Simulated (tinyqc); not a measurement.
Doping and thickness from pinch-off voltage and conductance.

Question. A uniform channel has Vp = q Nd a^2/(2 eps0 eps_r) and G0 = q mu Nd a W/L. Find a and Nd.

Inputs (values chosen for the exercise); material values close to those of 4H silicon carbide:
- eps_r = 9.63 (relative permittivity of the semiconductor)
- mu = 420 cm^2/(V s) (low-field mobility at this doping)
- L = 0.3 um (gate length)
- W = 200 um (gate width)

Constants: q = 1.602176634e-19 C, eps0 = 8.8541878128e-14 F/cm where lengths are in cm. Results are converted to the units shown.

Vp = 4.4091608 V
G0 = 110.80654 mS

Solution. G0 gives the product Nd a and Vp gives Nd a^2; their ratio is a.

a = 190 nm
Nd = 1.30e17 cm^-3

tinyqc, about 0.06 s, one thread, Intel Xeon 2.30GHz (shared host): `OMP_NUM_THREADS=1 python tinyqc.py 2500142 2500143 out.jsonl`
